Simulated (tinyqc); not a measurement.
Gate voltage for a given inversion charge.

Inverse problem. p-type body, charge-sheet picture, depletion and inversion only, full ionisation (an idealisation for deep acceptors), Boltzmann statistics (rough once Na exp(x - xn) passes about Nc/7). In units of Vt: xg = (Vg - Vfb)/Vt, x = psi/Vt, G = gamma/sqrt(Vt), xn = (2 phiF + Vc)/Vt. The implicit equation is (xg - x)^2 = G^2 [x - 1 + exp(x - xn)] for x above about 3. Cox = eps0 eox/tox. ni = sqrt(Nc Nv) exp(-Eg/(2 Vt)), Eg in volts; phiF = Vt ln(Na/ni); gamma = sqrt(2 q eps0 eps_r Na)/Cox. N_inv = (Cox Vt G/q) [sqrt(x - 1 + exp(x - xn)) - sqrt(x - 1)]. Find x - xn, psi and Vg.

Values chosen for this exercise; band and dielectric values close to those of silicon: temperature T = 250 K; band gap Eg = 1.12 eV; relative permittivity eps_r = 11.9; conduction-band density of states at T Nc = 2.16e19 cm^-3; valence-band density of states at T Nv = 2.03e19 cm^-3; relative permittivity of the gate insulator (close to silicon dioxide) eox = 3.9; insulator thickness tox = 10 nm; acceptor density Na = 1.3e16 cm^-3; flat-band voltage Vfb = -0.76 V; channel-body voltage Vc = 0 V.

Constants: q = 1.602176634e-19 C, kB = 1.380649e-23 J/K, Vt = kB T/q, eps0 = 8.8541878128e-14 F/cm where lengths are in cm. Results are converted to the units shown.

N_inv = 4.7e10 cm^-2

Answer. N_inv rises steadily with x, so it fixes x; the implicit equation then gives xg directly.

x - xn = 2.32
psi = 0.852 V
Vg = 0.289 V

Program tinyqc, `OMP_NUM_THREADS=1 python tinyqc.py 2122071 2122072 out.jsonl`; Intel Xeon 2.30GHz, shared host, one thread, about 0.01 s.
